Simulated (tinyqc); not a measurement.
MOS inversion layer, Poisson-Schroedinger loop: two steps of the calculation.

Electrons confined at an insulator interface at z = 0, treated as a hard wall; parabolic valleys, Hartree approximation, no image or exchange terms. The depletion charge lies far deeper than the electrons and gives a uniform field q Nd/(eps0 eps_r); the gate balances all charge. Energies are counted from the band edge at the interface.

Values chosen for this exercise; masses and permittivity close to those of silicon (100):
```
symbol,value,unit,meaning
T,300,K,temperature
eps_r,11.7,,relative permittivity
md1,0.187,m0,in-plane density-of-states mass of set A
md2,0.418,m0,in-plane density-of-states mass of set B
Ns,2.3e12,cm^-2,sheet density of electrons
a,0.3,,mixing factor
```

Constants: q = 1.602176634e-19 C, kB = 1.380649e-23 J/K, hbar = 1.054571817e-34 J s, m0 = 9.1093837015e-31 kg, Vt = kB T/q, eps0 = 8.8541878128e-14 F/cm where lengths are in cm. Results are converted to the units shown.

Question 1. Fermi level and occupations. Level k holds N_k = D_k Vt ln(1 + exp((EF - E_k)/Vt)) with D = 2 md1 m0 q/(pi hbar^2) for the set A, D = 4 md2 m0 q/(pi hbar^2) for the set B per eV (spin included); EF is fixed by sum N_k = Ns.

levels (eV): A1 0.03160290, A2 0.05434234, B1 0.08359063, B2 0.12329721

Find: EF; N_k.

Answer 1.

EF = -7.0234e-4 eV
N_k (cm^-2): A1 1.0179e12, A2 4.5386e11, B1 6.7978e11, B2 1.4850e11

Question 2. Density, output potential and mixing. n_i = sum_k N_k |psi_k|^2 (converted to cm^-3). Hartree part by Gauss: on the interval before node i the electrons still beyond are S_i = Ns - hz sum_(j<i) n_j, and U_i = U_(i-1) + q S_i hz/(eps0 eps_r) in eV, U_0 = 0 at the interface. Mixing: U(new) = U + a (U(out) - U).

columns A: node; B: z (nm); C: self-consistent potential U at the start (eV); D: |psi|^2 of A1 (1/nm); E: |psi|^2 of A2 (1/nm); F: |psi|^2 of B1 (1/nm); G: |psi|^2 of B2 (1/nm)
```
A      B  C           D           E           F           G
1    1.2  0  0.21997074  0.18014262  0.05374145  0.05140950
2    2.4  0  0.33837454  0.03810034  0.15134161  0.09911192
3    3.6  0  0.19483973  0.07358212  0.20059034  0.05388120
4    4.8  0  0.06376919  0.24618379  0.18012091  0.00156282
5      6  0  0.01389457  0.19398043  0.12407455  0.02857605
6    7.2  0  0.00219285  0.07764017  0.06968570  0.10299873
7    8.4  0  0.00026435  0.01967330  0.03308078  0.15004792
8    9.6  0  0.00002526  0.00350820  0.01359220  0.14241447
9   10.8  0  0.00000197  0.00046893  0.00491549  0.10176953
10    12  0  0.00000013  0.00004902  0.00158358  0.05845457
11  13.2  0  0.00000001  0.00000413  0.00045783  0.02786316
12  14.4  0  0.00000000  0.00000029  0.00011851  0.01107657
13  15.6  0  0.00000000  0.00000002  0.00002641  0.00349762
14  16.8  0  0.00000000  0.00000000  0.00000398  0.00066927
```

N_k (cm^-2): A1 1.0178557e12, A2 4.5386144e11, B1 6.7977834e11, B2 1.4850456e11

Wanted: n; U(out); U after round 1.

Answer 2.

```
node  n (1e18 cm^-3)  U(out) (eV)  U after round 1 (eV)
1             3.4983      0.04269              0.012806
2             4.7931      0.07758              0.023274
3             3.7607      0.10180              0.030540
4             2.9932      0.11765              0.035294
5             1.9077      0.12683              0.038048
6             1.0014      0.13176              0.039527
7             0.5397      0.13446              0.040337
8             0.3201      0.13595              0.040786
9             0.1867      0.13674              0.041022
10            0.0978      0.13711              0.041133
11            0.0445      0.13726              0.041178
12            0.0173      0.13731              0.041194
13            0.0054      0.13733              0.041198
14            0.0010      0.13733              0.041199
```

Numbers from tinyqc (`OMP_NUM_THREADS=1 python tinyqc.py 2160118 2160119 out.jsonl`; about 1 s on one thread of a shared Intel Xeon 2.30GHz).
